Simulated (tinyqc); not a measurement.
What each parameter does: polar nitride quantum well with polarisation fields.

Growth along [0001]. e_par = (a_sub - a)/a, Ppz = 2 e_par (e31 - e33 C13/C33), P = Psp + Ppz in each layer; strain relaxation and the strain shift of the gaps are left out, although thick layers with more than about 1 % mismatch would relax.

In a periodic stack without free charge the potential drop over a period vanishes: F_w = (P_b - P_w) Lb/(eps0 (eps_w Lb + eps_b Lw)), F_b = -F_w Lw/Lb, eps0 = 8.8541878e-12 F/m; 1 MV/cm = 1e8 V/m = 0.01 V/angstrom.

Envelope functions on cells of 0.25 angstrom over barrier, well, barrier (widths Lb, Lw, Lb), psi = 0 beyond, psi'/m continuous (mean mass between points), c = hbar^2/2m0. With u(z) the integral of e F (F_w in the well, F_b = -F_w Lw/Lb in the barriers, 1 MV/cm = 0.01 V/angstrom), zero at the centre of the well, the electron sees u plus Vc in the barriers and the hole -u plus Vv. The transition is Eg + E_e + E_h; excitons are left out.

Constants: hbar^2/2m0 = 3.80998211 eV angstrom^2; hc = 1239.841984 eV nm.

Inputs chosen for the exercise (near those of a GaN well in AlGaN; the results hold for these values, not for the real material): a_w = 3.189 angstrom (lattice constant a, well); a_b = 3.168 angstrom (lattice constant a, barrier); a_sub = 3.189 angstrom (in-plane lattice constant of the stack); Psp_w = -0.0353 C/m^2 (spontaneous polarisation); Psp_b = -0.0457 C/m^2 (spontaneous polarisation); e31_w = -0.328 C/m^2; e31_b = -0.38 C/m^2; e33_w = 0.685 C/m^2; e33_b = 0.871 C/m^2; C_w = 0.263 (C13/C33); C_b = 0.27 (C13/C33); eps_w = 10.3 (dielectric constant); eps_b = 10.4 (dielectric constant); Lw = 34 angstrom (well width); Lb = 120 angstrom (barrier width); Eg = 3.44 eV (gap of the well); Vc = 0.406 eV (conduction offset); Vv = 0.191 eV (valence offset); me = 0.2 m0 (electron, well); meb = 0.232 m0 (electron, barrier); mh = 1.26 m0 (hole, everywhere).

Polarisation, field, levels and overlap anew.

Results for these values:
```
case,F_w (MV/cm),E (eV),overlap^2,red shift (meV)
base,-1.582,3.3166,0.064,218
```

What happens to each result for a_sub = 3.199 angstrom, all else kept?

Answer: F_w falls from -1.582 to -1.641; E falls from 3.3166 to 3.3040; overlap^2 falls from 0.064 to 0.057; red shift rises from 218 to 231.

The same for each parameter in turn:
```
case,F_w (MV/cm),E (eV),overlap^2,red shift (meV)
base,-1.582,3.3166,0.064,218
Lw = 30 angstrom,-1.625,3.3727,0.12,180
Lb = 145 angstrom,-1.645,3.3021,0.056,233
a_sub = 3.199 angstrom,-1.641,3.3040,0.057,231
Psp_b = -0.0503 C/m^2,-1.974,3.2308,0.030,304
e33_w = 0.754 C/m^2,-1.582,3.3166,0.064,218
eps_w = 11.3,-1.471,3.3396,0.080,195
mh = 0.88 m0,-1.582,3.3296,0.080,211
Vc = 0.345 eV,-1.582,3.3056,0.056,225
```

(tinyqc, `OMP_NUM_THREADS=1 python tinyqc.py 1252161 1252162 out.jsonl`, Intel(R) Xeon(R) Processor @ 2.30GHz, 1 thread, shared host, about 0.04 s.)
